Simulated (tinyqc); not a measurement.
What moves the results: gated graphene: carriers, quantum capacitance and optical conductivity. A value that a table varies takes the place of the one given here.

Cones E = +/- hv |k|, four flavours, D(E) = 2|E|/(pi hv^2). n = (2/pi)(kT/hv)^2 F_1(mu/kT), p = (2/pi)(kT/hv)^2 F_1(-mu/kT), in 1/angstrom^2 (1e16 for 1/cm^2); F_1(eta) = integral_0^infinity x dx/(1 + exp(x - eta)). Cq/e^2 = d(n - p)/d mu = (2 kT/(pi hv^2)) ln(2 + 2 cosh(mu/kT)).

Gate: V = mu/e + e (n - p)/Cox with Cox/e^2 = k/(4 pi e2 t), t in angstrom, e2 = e^2/(4 pi eps0); 1/(eV angstrom^2) in C/e^2 equals 1602.176634 microfarad/cm^2; total 1/C = 1/Cox + 1/Cq.

Conductivity over sigma0 = e^2/(4 hbar): interband Re = sinh(E/2kT)/(cosh(mu/kT) + cosh(E/2kT)); intraband Re = (8 kT/pi) ln(2 cosh(mu/2kT)) Gm/(E^2 + Gm^2). A free sheet absorbs about pi alpha_f Re(sigma/sigma0), alpha_f the fine-structure constant (alpha among the constants).

Constants: kB = 8.617333262e-05 eV/K; e^2/(4 pi eps0) = 14.39964547 eV angstrom; fine-structure constant alpha = 0.007297352564.

Inputs chosen for the exercise (Fermi velocity near that of graphene, gate dielectric near SiO2; shifted at random, so the results belong to these values and not to a real crystal):
```
symbol  value  unit         meaning
hv      6.76   eV angstrom  hbar vF
T       77     K
k       3.86                dielectric constant of the gate layer
t       90     nm           its thickness
Gm      20     meV          intraband damping
V       32.02  V            gate voltage from the neutrality point
```

## Gate sweep

Results:
```
V (V)  mu (eV)  n - p (1/cm^2)  n + p (1/cm^2)  Cq (microfarad/cm^2)  C/Cox  Cox V/e (1/cm^2)
0       0.0000               0        1.01e+10                 0.205  0.844                 0
0.96    0.0542        2.15e+11        2.15e+11                  1.21  0.970          2.28e+11
2.6     0.0916        5.95e+11        5.95e+11                  2.04  0.982          6.16e+11
6.4     0.1454        1.48e+12        1.48e+12                  3.25  0.988          1.52e+12
13      0.2083        3.03e+12        3.03e+12                  4.65  0.992          3.08e+12
22      0.2716        5.15e+12        5.15e+12                  6.06  0.994          5.21e+12
32      0.3281        7.51e+12        7.51e+12                  7.32  0.995          7.58e+12
48      0.4023        1.13e+13        1.13e+13                  8.98  0.996          1.14e+13
70      0.4862        1.65e+13        1.65e+13                  10.9  0.997          1.66e+13
```

At neutrality n + p = 1.01e+10 1/cm^2 of thermal carriers remain and C/Cox = 0.844; at the last row C/Cox = 0.997 and the plain capacitor rule overstates n - p by 0.7 %. Between the last two rows mu goes as V^0.50; for |mu| well above kT the limits are 1/2 where Cox is small against Cq and 1 where it is large.

## Absorption spectrum

mu = 0.32817 eV

Results:
```
E (eV)  interband  intraband  absorption (%)
0.066      0.0000     1.7571           4.028
0.131      0.0000     0.4759           1.091
0.230      0.0000     0.1568           0.359
0.328      0.0000     0.0774           0.177
0.459      0.0000     0.0396           0.091
0.558      0.0006     0.0268           0.063
0.656      0.4937     0.0194           1.176
0.755      0.9994     0.0146           2.325
0.853      1.0000     0.0115           2.319
1.050      1.0000     0.0076           2.310
1.313      1.0000     0.0048           2.304
1.969      1.0000     0.0022           2.297
```

The edge lies at 2|mu| = 0.656 eV and, for |mu| above about 3 kT (here 49.5), rises from 10 % to 90 % over about 8.8 kT = 0.058 eV. The absorption is lowest, 0.063 %, at 0.558 eV of those listed, between the Drude tail and the edge; at the last row it is 2.297 % against pi alpha_f = 2.293 %. The thin-sheet formula fails where the absorption is large, and trigonal warping matters above about 1.5 eV.

## What moves the Fermi level

All results formed anew. Each row changes one parameter from the base and keeps the others.

Results:
```
case                   mu (eV)  n - p (1/cm^2)   C/Cox
base                    0.3282       7.512e+12  0.9948
V = 41.626 V            0.3745       9.777e+12  0.9955
t = 63 nm               0.3919       1.071e+13  0.9938
k = 4.63                0.3593       9.001e+12  0.9944
hv = 7.44 eV angstrom   0.3610       7.504e+12  0.9943
T = 177 K               0.3272       7.512e+12  0.9948
```

The largest shifts from the base row, up to three for each result and ties (the steps differ in size, so this ranks the rows, not the parameters). mu (eV): t +0.0638, V +0.0463, hv +0.0329. n - p (1/cm^2): t +3.20e+12, V +2.27e+12, k +1.49e+12; unchanged at the printed digits by T. C/Cox: t -0.0010, V +0.0006, hv -0.0005, k -0.0005; unchanged at the printed digits by T.

(tinyqc, `OMP_NUM_THREADS=1 python tinyqc.py 1682580 1682581 out.jsonl`, Intel(R) Xeon(R) Processor @ 2.30GHz, 1 thread, shared host, about 0.01 s.)
